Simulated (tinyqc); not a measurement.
Inside a calculation. Model: square on-chip spiral inductor, lumped pi model.

tinyqc, about 0.01 s, one thread, Intel Xeon 2.30GHz (shared host): `OMP_NUM_THREADS=1 python tinyqc.py 2302096 2302097 out.jsonl` Printed values are rounded.

Outer diameter do = di + 2 n wd + 2 (n - 1) sp, mean da = (do + di)/2, fill p = (do - di)/(do + di), length l = 4 n da. L = 2.34 mu0 n^2 da/(1 + 2.75 p), mu0 = 4 pi 1e-7 H/m. Rs = rho l/(wd delta (1 - exp(-th/delta))), delta = sqrt(rho/(pi f mu0)). Cs = n wd^2 eps0 eo/hu across the coil. At each end Cox = l wd eps0 eo/(2 ho) leads to the substrate branch Rsi = 2 rs he/(l wd) in parallel with Csi = l wd eps0 11.7/(2 he). With one end grounded Y = 1/(Rs + i w L) + i w Cs + 1/[1/(i w Cox) + 1/(1/Rsi + i w Csi)], w = 2 pi f; Q = -Im Y/Re Y. Eddy currents in neighbouring turns and in the substrate are left out.

Inputs (values chosen for the exercise); values of the order met in silicon radio-frequency processes:
```
symbol  value     unit                                     meaning
n         3.5                                      number of turns
wd          6       um                                  line width
sp          2       um                         space between turns
di        140       um                              inner diameter
th        0.9       um                             metal thickness
rho       2.2  uohm cm                           metal resistivity
ho        7.2       um                        oxide below the coil
hu        0.8       um            oxide between coil and underpass
eo        3.9                   relative permittivity of the oxide
rs        100   ohm cm                       substrate resistivity
he         50       um  effective spreading depth in the substrate
f         9.2      GHz                                   frequency
```

Constants: eps0 = 8.8541878128e-12 F/m. Results are converted to the units shown.

## Geometry and model elements

do, l, L, delta, Rs, Cs, Cox, Rsi and Csi as defined.

do = 192 um
l = 2324 um
L = 4.17940 nH
delta = 0.778283 um
Rs = 15.9749 ohm
Cs = 5.43868 fF
Cox = 33.4378 fF
Rsi = 7171.54 ohm
Csi = 14.4451 fF

Rs is 1.69 times the direct-current value in this empirical form, which overstates the skin effect of a flat slab when delta is near th and so stands in for some current crowding.

## Admittance, quality factor and apparent inductance

Series branch 1/(Rs + i w L), substrate branch, total Y, Q = -Im Y/Re Y, apparent inductance Im(1/Y)/w, metal-only value w L/Rs, share of the loss in the substrate Re(substrate branch)/Re Y.

series branch = 0.27251-4.12120i mS
substrate branch = 0.067827+0.586522i mS
Y = 0.34033-3.22029i mS
Q = 9.46212
apparent inductance = 5.31268 nH
w L/Rs = 15.1232
share of the loss in the substrate = 19.9294 %

Q is 62.6 % of the metal-only value.
